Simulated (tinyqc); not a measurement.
What each parameter does: trap in a gate oxide as a short-range spherical well.

A spherical well of radius R and depth V0 below the conduction edge, one mass m, c = hbar^2/2m0. The s level at binding Et solves k cot(k R) = -kappa with k = sqrt(m (V0 - Et)/c), kappa = sqrt(m Et/c); it exists for V0 > Vc = c (pi/2R)^2/m. Outside, psi falls as exp(-kappa r)/r.

Energies from the conduction edge of the channel. The trap level at depth x is E_T = dEc - Et - e Fox x (1 MV/cm = 0.01 eV/angstrom). An electron at the channel edge tunnels with the WKB exponent S = (4/3) sqrt(m/c) [dEc^(3/2) - (dEc - e Fox x)^(3/2)]/(e Fox), c = hbar^2/2m0; tau = t0 exp(S); the occupation is f = 1/(1 + exp((E_T - EF)/kB T)), tau_c = tau/f and tau_e = tau/(1 - f). Lattice relaxation is left out; a level below the channel edge needs phonons as well, so tau is then a lower bound, while a level above it can also empty elastically at its own energy, through a thinner barrier, faster than this tau.

Constants: hbar^2/2m0 = 3.80998211 eV angstrom^2; kB = 8.617333262e-05 eV/K.

Parameters, chosen for this exercise (near those of SiO2 on Si; shifted at random, so the results belong to these values and not to a real crystal):

| symbol | value | unit | meaning |
|---|---|---|---|
| R | 2.2 | angstrom | radius of the well |
| V0 | 10.55 | eV | depth of the well |
| m | 0.45 | m0 | mass |
| dEc | 3.03 | eV | conduction offset to the channel |
| Fox | 1.9 | MV/cm | oxide field, lowering levels away from the channel |
| t0 | 4.5 | x 1e-11 s | time constant at the interface |
| T | 200 | K | temperature |
| EF | -0.03 | eV | Fermi level above the channel edge |
| x | 11 | angstrom | depth of the trap |

Et from the well, then the level and the time.

Results for these values:

| case | Et (eV) | E_T (eV) | log10 tau (s) | ln(tau_c/tau_e) |
|---|---|---|---|---|
| base | 2.771 | 0.050 | -4.73 | 4.7 |

What happens to each result for T = 250 K, all else kept?

Answer: Et does not change at the printed digits; E_T does not change at the printed digits; log10 tau does not change at the printed digits; ln(tau_c/tau_e) falls from 4.7 to 3.7.

The same for each parameter in turn:

| case | Et (eV) | E_T (eV) | log10 tau (s) | ln(tau_c/tau_e) |
|---|---|---|---|---|
| base | 2.771 | 0.050 | -4.73 | 4.7 |
| x = 13 angstrom | 2.771 | 0.012 | -3.73 | 2.5 |
| Fox = 2.9 MV/cm | 2.771 | -0.060 | -4.78 | -1.7 |
| dEc = 2.79 eV | 2.771 | -0.190 | -4.97 | -9.3 |
| m = 0.495 m0 | 3.183 | -0.362 | -4.46 | -19.3 |
| V0 = 11.08 eV | 3.133 | -0.312 | -4.73 | -16.4 |
| T = 250 K | 2.771 | 0.050 | -4.73 | 3.7 |
| EF = 0.02 eV | 2.771 | 0.050 | -4.73 | 1.8 |

Run: tinyqc, `OMP_NUM_THREADS=1 python tinyqc.py 1250434 1250435 out.jsonl`; Intel(R) Xeon(R) Processor @ 2.30GHz, one thread, shared host; about 0.01 s of CPU time with all checks.
